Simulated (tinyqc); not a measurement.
## Doping from the body effect

Inverse problem. The threshold of a long MOSFET, counted against the source, shifts by gamma (sqrt(2 phiF + Vsb) - sqrt(2 phiF)) with gamma = sqrt(2 eps0 eps_r q N)/Cox. Find 2 phiF, gamma and N from two shifts.

Values chosen for this exercise:

| symbol | value | unit | meaning |
|---|---|---|---|
| eps_r | 11.6 |  | relative permittivity |

Constants: q = 1.602176634e-19 C, eps0 = 8.8541878128e-14 F/cm where lengths are in cm. Results are converted to the units shown.

|VT - VT(0)| at source-body biases 0.6 and 3 V (V): [0.051465412, 0.19234736]
Cox = 2.8615708 uF/cm^2

Solution. The ratio of the shifts depends on 2 phiF alone and rises steadily with it, so it fixes 2 phiF; either shift then gives gamma, and gamma gives N.

2 phiF = 0.9340 V
gamma = 0.1891 V^0.5
N = 8.900e17 cm^-3

Program tinyqc, `OMP_NUM_THREADS=1 python tinyqc.py 2060001 2060002 out.jsonl`; Intel Xeon 2.30GHz, shared host, one thread, about 0.01 s.
